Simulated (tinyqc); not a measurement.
Heavy doping: gap narrowing, degeneracy and the minority density: sweeps and comparisons. A value that a table varies takes the place of the one given here.

F_j(eta) = (1/Gamma(j + 1)) integral_0^infinity x^j dx/(1 + exp(x - eta)), which tends to exp(eta) for eta << 0.

Empirical narrowing (Slotboom form, constants chosen for the exercise; published fits of this form give the apparent narrowing, here it is taken as the true one): dEg = E0 [ln(N/N0) + sqrt(ln(N/N0)^2 + C)].

Majority: N = Nv F_1/2(eta), eta the distance of EF beyond the majority band edge in kT. Degeneracy factor gam = F_1/2(eta)/exp(eta). ni0^2 = Nc Nv exp(-Eg/kT); product n p = ni0^2 gam exp(dEg/kT), dEg the true narrowing; apparent narrowing dEa = dEg + kT ln gam; minority density = n p/N.

Bipolar transistor with N as emitter doping: beta = K (N/NB) exp((dEa_B + dG - dEa_E)/kT), dEa_E = dEg(N) + kT ln gam, dEa_B = dEg(NB). For the sweep in T, Nv is scaled as (T/T0)^(3/2) from its value at T0 = T.

Constants: kB = 8.617333262e-05 eV/K.

Inputs chosen for the exercise (gap and densities of states near those of Si at this temperature; narrowing constants near the fits for Si; not measured data):
- Eg = 1.123 eV (gap)
- Nc = 2.79e+19 1/cm^3 (conduction-band density of states)
- Nv = 1.11e+19 1/cm^3 (valence-band density of states)
- T = 300 K
- E0 = 7.68 meV (narrowing scale)
- N0 = 1e+17 1/cm^3 (onset density)
- C = 0.5 (smoothing constant)
- N = 6.7e+17 1/cm^3 (ionised acceptors, equal to the majority density)
- NB = 5e+17 1/cm^3 (base doping)
- K = 4.7 (ratio (D_B W_E)/(D_E W_B))
- dG = 50 meV (extra narrowing of the base by alloying)

## Narrowing against degeneracy

N takes the values listed; the last column is N over the factor gam exp(dEg/kT), the doping that a simple model would need to give the same minority density.

Results:

| N (1/cm^3) | eta | gam | dEg (meV) | dEa (meV) | minority (1/cm^3) | effective doping (1/cm^3) |
|---|---|---|---|---|---|---|
| 3.0e+16 | -5.91 | 0.999 | 1.5 | 1.5 | 1.49e+03 | 2.84e+16 |
| 1.0e+17 | -4.71 | 0.997 | 5.4 | 5.3 | 519 | 8.13e+16 |
| 3.0e+17 | -3.60 | 0.990 | 18.5 | 18.2 | 285 | 1.48e+17 |
| 1.0e+18 | -2.38 | 0.969 | 36.2 | 35.4 | 166 | 2.55e+17 |
| 3.0e+18 | -1.21 | 0.909 | 52.8 | 50.3 | 98.6 | 4.28e+17 |
| 1.0e+19 | 0.21 | 0.730 | 71.1 | 63.0 | 48.3 | 8.74e+17 |
| 3.0e+19 | 1.92 | 0.398 | 87.9 | 64.1 | 16.8 | 2.51e+18 |
| 9.0e+19 | 4.70 | 0.0739 | 104.8 | 37.4 | 2.00 | 2.12e+19 |
| 2.0e+20 | 8.21 | 0.00491 | 117.0 | -20.4 | 0.0957 | 4.41e+20 |

What does this show?

dEg grows steadily to 117.0 meV, while the apparent value peaks at 64.1 meV for N = 3e+19 and falls to -20.4 meV as the Fermi level enters the band (a negative value is not met in measurements: parabolic bands with a fixed mass overstate the filling). N grows by a factor 33 from the third to the sixth row and the effective doping by 5.9: net of degeneracy, narrowing takes away 82 % of the factor gained by heavier doping.

## Current gain against temperature

Gain:

| T (K) | beta | beta with dG = 0 | without narrowing |
|---|---|---|---|
| 150 | 229 | 4.78 | 6.30 |
| 200 | 92.7 | 5.09 | 6.30 |
| 250 | 54.0 | 5.30 | 6.30 |
| 300 | 37.6 | 5.44 | 6.30 |
| 350 | 29.1 | 5.55 | 6.30 |
| 400 | 24.0 | 5.63 | 6.30 |
| 450 | 20.7 | 5.70 | 6.30 |

dEa_B + dG - dEa_E at T0 = 46.2 meV

What can be read from the table?

beta is 229 at 150 K and 20.7 at 450 K, since the net exponent is positive: the gap is narrower in the base. At 300 K narrowing and degeneracy change the gain by a factor 0.864 and alloying the base by 6.92.

## What moves the minority density and the gain

All results formed anew. Each row changes one parameter from the base and keeps the others.

Results:

| case | dEg (meV) | dEa (meV) | minority (1/cm^3) | beta |
|---|---|---|---|---|
| base | 30.19 | 29.64 | 198 | 37.6 |
| N = 1.34e+18 1/cm^3 | 40.59 | 39.49 | 145 | 51.4 |
| E0 = 9.216 meV | 36.23 | 35.68 | 250 | 36.4 |
| N0 = 2e+17 1/cm^3 | 20.04 | 19.49 | 134 | 38.0 |
| Eg = 1.143 eV | 30.19 | 29.64 | 91.5 | 37.6 |
| Nv = 1.44e+19 1/cm^3 | 30.19 | 29.77 | 258 | 37.5 |
| NB = 1e+18 1/cm^3 | 30.19 | 29.64 | 198 | 28.1 |

What can be read from the table?

The largest shifts from the base row, up to three for each result and ties (the steps differ in size, so this ranks the rows, not the parameters). dEg (meV): N +10.40, N0 -10.15, E0 +6.04; unchanged at the printed digits by Eg, Nv and NB. dEa (meV): N0 -10.15, N +9.85, E0 +6.04; unchanged at the printed digits by Eg and NB. minority (1/cm^3): Eg -107, N0 -64.4, Nv +60.2; unchanged at the printed digits by NB. beta: N +13.8, NB -9.58, E0 -1.24; unchanged at the printed digits by Eg.

(tinyqc, `OMP_NUM_THREADS=1 python tinyqc.py 1682276 1682277 out.jsonl`, Intel(R) Xeon(R) Processor @ 2.30GHz, 1 thread, shared host, about 0.01 s.)
